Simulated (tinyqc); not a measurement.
## Energy and delay of logic against supply voltage: optimum supplies against the temperature

One expression serves below and above threshold: I(Vg) = Ik [ln(1 + exp((Vg - VT + dd V)/(al nf Vt)))]^al, with I_on = I(V) and I_off = I(0). Gate delay td = kd C V/I_on, clock period LD td. Per gate and cycle the switching energy is act C V^2 and the leakage energy I_off V LD td. No short-circuit current, no variation. Minima are sought above 0.09 V; below a few Vt gates no longer switch and the model has no meaning.

V_min minimises the energy and V_EDP the product of energy and td. VT, Ik and nf are held fixed.

Values chosen for this exercise; values of the order met in logic technologies: threshold voltage at zero drain bias VT = 0.28 V; slope factor nf = 1.34; barrier lowering per volt of supply dd = 0.08; specific current of a gate Ik = 1.7 uA; exponent of the current law al = 1.59; load capacitance of a gate C = 0.58 fF; delay factor kd = 0.6; logic depth LD = 20; activity factor act = 0.05.

Constants: q = 1.602176634e-19 C, kB = 1.380649e-23 J/K, Vt = kB T/q. Results are converted to the units shown.

Optimum supplies against the temperature:
```
T (K)  V_min (V)  energy at V_min (aJ)  leakage share (%)  clock at V_min (MHz)  V_EDP (V)  clock at V_EDP (GHz)
220       0.1582                 1.088              33.25                 19.98     0.5516                 11.64
250       0.1798                 1.434              34.67                 61.86     0.5518                 9.513
280       0.2013                 1.860              36.86                 141.7     0.5531                 7.984
310       0.2227                 2.388              39.77                 260.8     0.5565                 6.877
340       0.2440                 3.042              43.26                 409.1     0.5634                 6.086
```

What does the comparison show?

As T goes from 220 to 340, V_min rises from 0.158 to 0.244 V, the energy there rises from 1.09 to 3.04 aJ, the clock there rises from 20.0 to 409 MHz and V_EDP rises from 0.552 to 0.563 V.

Numbers from tinyqc (`OMP_NUM_THREADS=1 python tinyqc.py 2082109 2082110 out.jsonl`; about 0.01 s on one thread of a shared Intel Xeon 2.30GHz).
